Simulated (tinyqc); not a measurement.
Coherent transport through a tight-binding region between two chains, step by step. Computed by tinyqc, a small Python program that keeps every step. Settings: temperature = 300, mu = 0.18. Command: `OMP_NUM_THREADS=1 python tinyqc.py 27858 27859 out.jsonl` (the two numbers bound the seeds that draw the settings). One thread of a shared host (Intel(R) Xeon(R) Processor @ 2.60GHz), about 0.2 s of CPU time with the checks.

## Transmission at E = 0.76 eV

H of the central region (eV), lower triangle:
```
,1,2,3,4,5
1,-0.080000
2,-1.860000,-0.540000
3,0.000000,-1.860000,0.260000
4,0.000000,0.000000,-1.860000,-0.170000
5,0.000000,0.000000,0.000000,-0.940000,-0.240000
```

Leads: semi-infinite chains with site energy 0:
```
parameter,value
lead hopping t (eV),1.480000
coupling to the left lead (eV),1.420000
coupling to the right lead (eV),0.850000
left contact site,1
right contact site,5
```

E = 0.760000 eV

Surface Green function g = (E - i sqrt(4 t^2 - E^2)) / (2 t^2); self-energy tc^2 g on each contact site; G = (E - H - Sigma)^(-1); Gamma = -2 Im Sigma; T = Gamma_L Gamma_R |G_LR|^2; local density of states -Im G_ii / pi.

g = 0.173484-0.653024i 1/eV

G (1/eV), lower triangle:
```
,1,2,3,4,5
1,-0.247193-0.286072i
2,0.400260+0.250388i,0.071774-0.349345i
3,-0.032558+0.111069i,0.087210-0.006222i,-0.028395-0.106720i
4,-0.391508-0.280246i,-0.095217+0.351018i,0.458057+0.034911i,-0.027916-0.360402i
5,0.451766+0.057489i,-0.078361-0.334972i,-0.396998+0.176631i,0.185081+0.287490i,0.602438-0.633936i
```

local density of states (1/eV): 0.091060  0.111200  0.033970  0.114720  0.201788

transmission = 0.515392

## Transmission across the band

The same steps on a grid of energies.

T(E):
```
E (eV),T
-2.81200000,0.015344
-2.53080000,0.066616
-2.24960000,0.207524
-1.96840000,0.520006
-1.68720000,0.707615
-1.40600000,0.649887
-1.12480000,0.617592
-0.84360000,0.668875
-0.56240000,0.795767
-0.28120000,0.935632
0,0.944395
0.28120000,0.791380
0.56240000,0.612824
0.84360000,0.481642
1.12480000,0.390229
1.40600000,0.310864
1.68720000,0.225721
1.96840000,0.143913
2.24960000,0.083373
2.53080000,0.045582
2.81200000,0.019732
```

levels of the isolated region (eV): -3.210737  -1.582389  -0.128856  1.201910  2.950072

## Current

I = (2e/h) int T(E) [f(E - mu - V/2) - f(E - mu + V/2)] dE at 300 K with mu = 0.18 eV, the bias not changing H; 2e^2/h = 77.48092 microsiemens; the integral runs over the band on 4001 points.

Current:
```
V (volt),I (microampere)
0.010000,0.663162
0.050000,3.315444
0.100000,6.628604
0.200000,13.238860
0.400000,26.328959
0.800000,51.440498
```
